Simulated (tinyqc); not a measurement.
An offset iteration that does not settle: band offset of a heterojunction with an interface dipole (two-band chains, self-consistent charge).

Sites alternate A, C. Left: A at -G1/2, C at +G1/2, hopping -t1; right: A at D - G2/2, C at D + G2/2, hopping -t2; the bonds across the two interfaces of a ring (C left to A right, C right to A left) have -sqrt(t1 t2). D is the offset of the mid-gaps, so Ev(right) - Ev(left) = D - (G2 - G1)/2 and Ec(right) - Ec(left) = D + (G2 - G1)/2. The closing bond has its sign reversed (antiperiodic ring). Half the levels are filled with two electrons each. The charge moved is q = (electrons on the left) less one a site; the mean over the two interfaces, q/2, is taken as the charge that crosses each, and its dipole opposes the offset: D = D0 - u q/2.

From here on the ring has 24 cells a side.

Inputs chosen for the exercise (gaps near those of InGaAs and InP; the chains and D0 are free models, so the offsets are not those of the real pair; shifted at random, so the results belong to these values and not to a real crystal):
```
symbol  value  unit  meaning
G1      0.74   eV    gap on the left
G2      1.3    eV    gap on the right
t1      2.6    eV    hopping on the left
t2      2.5    eV    hopping on the right
D0      -0.61  eV    mid-gap of the right side above that of the left, without dipole
u       8.6    eV    potential step per electron moved across
mx      1            mixing
```

Start at D = D0; D(out) = D0 - u q(D)/2; D(new) = D + mx (D(out) - D); stop when |D(out) - D| < 1e-7 eV, after 60 steps, or above 50 eV.

Iterations:
```
i    D (eV)         q  D(out) (eV)  D(out) - D
0  -0.61000  -0.33934      0.84915        1.46
1   0.84915   0.50705     -2.79029       -3.64
2  -2.79029  -7.88935     33.31421        36.1
3  33.31421  47.97608   -206.90713        -240
```

Can the last value be used, and what is the cause?

No: the swings grow until D enters the broken-gap range, where whole electrons cross, and the run is stopped at i = 3; the sign of D(out) - D alternates. Near the solution the error is multiplied by 1 - mx (1 + u chi/2) a step, with chi = dq/dD = 0.5330 1/eV, that is -2.29. A rerun with mx = 0.3, near 1/(1 + u chi/2), converges in 4 steps to D = -0.1866 eV.

tinyqc: `OMP_NUM_THREADS=1 python tinyqc.py 1482396 1482397 out.jsonl`; about 0.3 s, one thread, shared Intel(R) Xeon(R) Processor @ 2.30GHz.
